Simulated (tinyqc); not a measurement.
Vacuum evaporation: vapour pressure, source flux, thickness distribution, purity and step coverage: one step, computed by the program tinyqc.

Molecular flow, unit sticking of the metal, no re-evaporation. The background gas is taken as water vapour (18.015 g/mol, collision diameter 0.37 nm) at 300 K.

Task: Offset source and rotation. Rotating wafer, source offset by s and facing upwards: thickness at radius r is the mean over the angle a of (1 + (r^2 + s^2 - 2 r s cos a)/h^2)^(-(n + 3)/2), by 360 equal steps; non-uniformity (max - min)/(max + min) over 21 radii from 0 to R.

Inputs (values chosen for the exercise, modelled on aluminium, with constants for the liquid): directionality n = 2; source-to-wafer distance h = 33 cm; wafer radius R = 7.5 cm; source offset from the axis s/h = 0.37.

Give: centre thickness relative to an axial source; edge over centre, rotating; non-uniformity, rotating.

Result:

centre thickness relative to an axial source = 0.7256

edge over centre, rotating = 0.9353

non-uniformity, rotating = 3.343 %
